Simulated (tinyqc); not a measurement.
Composition profile: interdiffusion in a binary couple: Darken equations, Kirkendall shift and Boltzmann-Matano analysis. Computed by tinyqc, a small Python program. Command: `OMP_NUM_THREADS=1 python tinyqc.py 3026689 3026690 out.jsonl darken walk`. One thread of a shared host (Intel(R) Xeon(R) Processor @ 2.30GHz), about 0.01 s of CPU time with the checks.

x is the mole fraction of B; the molar volume is constant, and the two halves are long enough to count as infinite.

Inputs (values chosen for the exercise, for a model alloy A-B):
```
quantity                        value   unit
tracer diffusivity D*_A(0)    3.9e-16  m^2/s
tracer diffusivity D*_B(0)    7.4e-16  m^2/s
slope k of ln D* with x         -0.68      -
regular-solution parameter W    -0.18     eV
temperature T                    1160      K
left composition x_L              0.3      -
right composition x_R            0.83      -
time t                           3200      s
```

Vacancy-wind correction: Manning, fcc.

Constants: k_B = 8.617333262e-05 eV/K.

Method:
- D*_i(x) = D*_i(0) exp(k x); thermodynamic factor Phi = 1 - 2 W x (1 - x)/(k_B T); with f0 = 0.7815, M0 = 2 f0/(1 - f0), den = M0 ((1 - x) D*_A + x D*_B): D_A = D*_A Phi [1 + 2 (1 - x)(D*_A - D*_B)/den], D_B = D*_B Phi [1 - 2 x (D*_A - D*_B)/den]; interdiffusion D~ = x D_A + (1 - x) D_B.
- With lambda = z/sqrt(t), the profile solves d/dlambda (D~ dx/dlambda) + (lambda/2) dx/dlambda = 0 with x = x_L and x_R far to the left and right; z = 0 is the original interface. It is solved as a boundary-value problem in y = lambda/sqrt(D~ at the mean composition) on -12 < y < 12 (collocation, tolerance 1e-8).
- The last column is the error-function profile for a constant D~ taken at the mean composition.

D~ at the mean composition = 7.1451e-16 m^2/s

Profile at time t:
```
y      z (um)        x  dx/dz (1/um)  x for constant D~
-3.0  -4.5363  0.31366       0.01265            0.30898
-2.0  -3.0242  0.34728       0.03403            0.34168
-1.5  -2.2681  0.37860       0.04920            0.37654
-1.0  -1.5121  0.42207       0.06591            0.42707
-0.5  -0.7560  0.47816       0.08221            0.49177
0.0    0.0000  0.54558       0.09532            0.56500
0.5    0.7560  0.62048       0.10114            0.63823
1.0    1.5121  0.69525       0.09405            0.70293
1.5    2.2681  0.75854       0.07088            0.75346
2.0    3.0242  0.80031       0.03964            0.78832
3.0    4.5363  0.82761       0.00473            0.82102
```

What follows from these numbers?

At the original interface x = 0.5456, against the mean 0.5650. D~ is 0.421 times as large at x_R as at x_L, so the profile is flatter and reaches further on the left.
